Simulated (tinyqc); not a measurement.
Composition of the buffer: band edges of strained Si(1-x)Ge(x) on relaxed Si(1-y)Ge(y).

Values are linear in the Ge fraction but for ED(x) = linear - CD x (1 - x) and a(x) = linear - Ca x (1 - x). Energies are on the common scale of Ev.

Coherent growth on a (110) face: e_par = (a(y) - a(x))/a(x), e_perp = -(C11 + 3 C12 - 2 C44)/(C11 + C12 + 2 C44) e_par; exx = eyy = (e_par + e_perp)/2, ezz = e_par, exy = (e_perp - e_par)/2, eyz = ezx = 0.

A valley with unit axis u lies at Ev + gap + (av + a_valley) tr(e) + Xu (u.e.u - tr(e)/3); the Delta axes are x, y, z and the L axes [111], [1-1-1], [-11-1], [-1-11]. The second-order shift of the Delta valleys under shear is left out; it lowers the pair normal to the sheared plane by tens of meV at a shear of 1 %.

Valence edges: Ev plus the levels of the 6 x 6 matrix of X, Y, Z times spin with -Dso/3 + l exx + m (eyy + ezz) on the diagonal (cyclic), n exy off it, l = av + 2 b, m = av - b, n = sqrt(3) d. Spin-orbit term (Dso/3) L.sigma on X, Y, Z with (L_k)_ij = -i epsilon_kij: <X+|H|Y+> = -i Dso/3, <X+|H|Z-> = Dso/3, <Y+|H|Z-> = -i Dso/3, <Z+|H|X-> = -Dso/3, <Z+|H|Y-> = i Dso/3, <X-|H|Y-> = i Dso/3, and their conjugates; + and - are the spin along z.

Inputs chosen for the exercise (end members near Si and Ge, in this order; shifted at random, so the results belong to these values and not to a real crystal): a = (5.437, 5.665) angstrom (lattice constant); Dso = (0.044, 0.294) eV (spin-orbit splitting); av = (2.44, 1.25) eV (valence hydrostatic potential); b = (-2.09, -2.58) eV (tetragonal shear potential); d = (-4.8, -5.33) eV (trigonal shear potential); C11 = (164.1, 130.2) GPa; C12 = (63.5, 48) GPa; C44 = (80.2, 67.3) GPa; Ev = (0, 0.68) eV (top of the unstrained valence band); ED = (1.149, 0.943) eV (gap to the Delta valleys); EL = (2.002, 0.751) eV (gap to the L valleys); aD = (1.68, 1.31) eV (hydrostatic potential of the Delta gap); aL = (-2.83, -2.73) eV (hydrostatic potential of the L gap); XuD = (9.24, 9.71) eV (uniaxial potential, Delta); XuL = (16.07, 15.53) eV (uniaxial potential, L); CD = 0.217 eV (bowing of the Delta gap); Ca = 0.025 angstrom (bowing of the lattice constant); face = 110 (growth face); x = 1 (Ge fraction of the layer).

The layer is kept. dEc = Ec(buffer) - Ec(layer), dEv = Ev(layer) - Ev(buffer); buffer edges Ev(y) and Ev(y) + min(ED, EL). The digit behind Delta or L counts whole valleys.

Results:
```
y     e_par (%)  lowest valleys  gap (eV)  next valleys above (meV)  valence splitting (meV)  dEc (eV)  dEv (eV)
0.45      -2.32              L2     0.575                       111                      127    -0.002     0.429
0.53      -2.00              L2     0.600                       123                      117     0.019     0.367
0.61      -1.67              L2     0.625                       134                      105     0.042     0.305
0.69      -1.34              L2     0.650                       145                       90     0.068     0.242
0.76      -1.05              L2     0.672                       156                       75     0.093     0.188
0.84      -0.70              L2     0.698                       105                       54     0.123     0.125
0.92      -0.35              L2     0.724                        53                       29     0.064     0.063
```

The gap is 0.575 eV in the first row and 0.724 eV in the last. The lowest valleys are L2 throughout. Per 0.1 of y the valence offset moves by -78 meV on average; the conduction offset lies between -2 and +123 meV, not monotonically. Both carriers sit on one side for y = 0.53, 0.61, 0.69, 0.76, 0.84 and 0.92, and on opposite sides elsewhere. Offsets below about 30 meV are within the spread of parameter sets, so those rows do not settle the type. Strains above 2 % can be kept only in layers of a few nanometres.

(tinyqc, `OMP_NUM_THREADS=1 python tinyqc.py 1081014 1081015 out.jsonl`, Intel(R) Xeon(R) Processor @ 2.30GHz, 1 thread, shared host, about 0.01 s.)
